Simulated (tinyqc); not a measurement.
Sublattice potential against complex hopping: Haldane model. Computed by the program tinyqc. H_AA = delta - 2 t2 sum cos(k.b + phi), H_BB = -delta - 2 t2 sum cos(k.b - phi), H_AB = -t1 (1 + exp(-i k.a1) + exp(-i k.a2)), b = a1, a2 - a1, -a2, m = 3 sqrt3 t2 sin(phi); the sign of the Chern number follows the orientation k1 then k2.

Honeycomb lattice:
```
parameter     value
t1 (eV)    0.850000
t2 (eV)    0.100000
phi (rad)  1.420000
```

Gaps at the two valleys (eV) and Chern number of the lower band (12 x 12 mesh):
```
delta    gap 2|delta - m|  gap 2|delta + m|  Chern number
-0.9250            2.8774            0.8226             0
-0.6680            2.3634            0.3086             0
-0.3080            1.6434            0.4114            -1
0.0000             1.0274            1.0274            -1
0.2050             0.6174            1.4374            -1
0.3850             0.2574            1.7974            -1
0.6420             0.2566            2.3114             0
1.0270             1.0266            3.0814             0
```

What does the comparison show, and why?

Here |m| = 0.5137 eV. For |delta| < |m| the two valleys have masses of opposite sign and the Chern number is +/-1; one gap closes at |delta| = |m|, and beyond it the band is trivial.
